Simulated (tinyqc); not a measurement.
From J- back to step-edge barrier E_s: epitaxial growth on a vicinal surface: Burton-Cabrera-Frank step flow, step-edge barrier and island nucleation. Computed by tinyqc, a small Python program. Command: `OMP_NUM_THREADS=1 python tinyqc.py 3018766 3018767 out.jsonl stepflow inv`. One thread of a shared host (Intel(R) Xeon(R) Processor @ 2.30GHz), about 0.03 s of CPU time with the checks.

Adatoms land at rate F, hop on a square grid (a simplification for hexagonal faces), desorb, or join steps. Lengths are in units of a and n is the adatom coverage. Steps ascend at x = 0 and descend at x = l.

Inputs (values chosen for the exercise, close to those used for Ge(001)): site spacing a = 4 angstrom; step height h = 1.41 angstrom; diffusion barrier E_d = 0.634 eV; desorption energy E_a = 2.47 eV; adatom formation energy E_f = 1.18 eV; attempt frequency nu = 10 THz; deposition rate F = 3.2 layers/s; miscut angle = 0.3 degrees; temperature T = 600 C.

Constants: k_B = 8.617333262e-05 eV/K.

Method:
- D = nu exp(-E_d/(k_B T)) (a^2/s, nu counted per direction); tau = exp(E_a/(k_B T))/nu; x_s = sqrt(D tau); n_eq = exp(-E_f/(k_B T)); terrace width l = h/(a tan(miscut)); Schwoebel length l_s = exp(E_s/(k_B T)) - 1.
- Temperatures in kelvin are T(C) + 273.15.
- D n'' - n/tau + F = 0 with n(0) = n_eq and -l_s n'(l) = n(l) - n_eq. With u = n - F tau, A = n_eq - F tau, y = l/x_s, s = l_s/x_s: u = A cosh(x/x_s) + B sinh(x/x_s), B = A (1 - cosh y - s sinh y)/(sinh y + s cosh y). Flux into the ascending step J+ = D B/x_s, over the descending one J- = -(D/x_s)(A sinh y + B cosh y); step velocity J+ + J-; growth rate (J+ + J-)/l. For small y: J+ + J- = (F - n_eq/tau) l, J-/J+ = l/(l + 2 l_s).
- The coverage peaks where n' = 0, tanh(x/x_s) = -B/A.

Question. A run gave the result below. Find the step-edge barrier E_s, known to lie between 0.059 and 0.14 eV.

J- = 105.2989 atoms per step site and s

Answer.

Each step takes the trial c = (a f_b - b f_a)/(f_b - f_a), f being the result less the target and a, b, c the logarithms of the listed values; c replaces end b, the old b replaces a if the sign of f changed, and otherwise f_a is halved.

Scan of the range:
```
step-edge barrier E_s (eV)  J- (atoms per step site and s)
0.0590                                             105.843
0.0681                                             105.410
0.0787                                             104.840
0.0909                                             104.086
0.1050                                             103.066
0.1210                                             101.683
0.1400                                              99.678
```

False position (Illinois rule, in the logarithm of the input) inside the bracket:
```
step      end a      end b      trial  J- (atoms per step site and s)
1     0.0681000  0.0787000  0.0700493                         105.311
2     0.0787000  0.0700493  0.0702553                         105.300
3     0.0787000  0.0702553  0.0702979                         105.298
4     0.0702553  0.0702979  0.0702791                         105.299
5     0.0702979  0.0702791  0.0702791                         105.299
```

J- falls at every point of a 13-point scan of the range (every second point is shown), so one value fits; it is bracketed by 0.0681 and 0.0787. Answer: step-edge barrier E_s = 0.07028 eV.
